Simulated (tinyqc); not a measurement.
# From dose to size d_s back to pattern density around the test line

Model: electron-beam lithography: double-Gaussian proximity function, edge placement and dose correction for parallel lines. Computed by tinyqc, a small Python program. Command: `OMP_NUM_THREADS=1 python tinyqc.py 3110611 3110612 out.jsonl proximity inv`. One thread of a shared host (Intel(R) Xeon(R) Processor @ 2.30GHz), about 0.01 s of CPU time with the checks.

Lines are infinitely long. Absorbed energy is counted so that the middle of a very large area written at dose 1 receives 1; the resist develops where it exceeds 1/2.

Inputs (values chosen for the exercise, of the order of those for 30 keV electrons in resist on silicon): forward range alpha = 0.011 micrometre; backscatter ratio eta = 0.67; base dose D0 = 620 microcoulomb/cm^2; width of the test line = 0.034 micrometre.

Method. A test line of width w << beta in surroundings of density rho, all at dose d: near its edge E(x) = d [S + eta rho]/(1 + eta), S = [erf((b - x)/alpha) - erf((a - x)/alpha)]/2 for edges a and b, the second term being the background energy. Dose to size d_s = (1 + eta)/(erf(w/alpha) + 2 eta rho), dose = d_s D0; edge slope d [1 - exp(-w^2/alpha^2)]/(sqrt(pi) alpha (1 + eta)); width change per 1 % of dose = 2 x 0.01 x (1/2)/slope.

Task: A run gave the result below. Find the pattern density around the test line, known to lie between 0.67 and 0.85.

dose to size d_s = 0.7901983

Result:

Each step takes the trial c = (a f_b - b f_a)/(f_b - f_a), f being the result less the target and a, b, c the logarithms of the listed values; c replaces end b, the old b replaces a if the sign of f changed, and otherwise f_a is halved.

Scan of the range:
```
pattern density around the test line  dose to size d_s
0.670                                         0.879972
0.697                                         0.863510
0.725                                         0.847076
0.755                                         0.830149
0.785                                         0.813885
0.817                                         0.797224
0.850                                         0.780743
```

False position (Illinois rule, in the logarithm of the input) inside the bracket:
```
step     end a     end b     trial  dose to size d_s
1     0.817000  0.850000  0.830909          0.790194
2     0.817000  0.830909  0.830891          0.790203
3     0.830909  0.830891  0.830900          0.790198
```

Dose to size d_s falls at every point of a 13-point scan of the range (every second point is shown), so one value fits; it is bracketed by 0.817 and 0.850. Answer: pattern density around the test line = 0.8309.
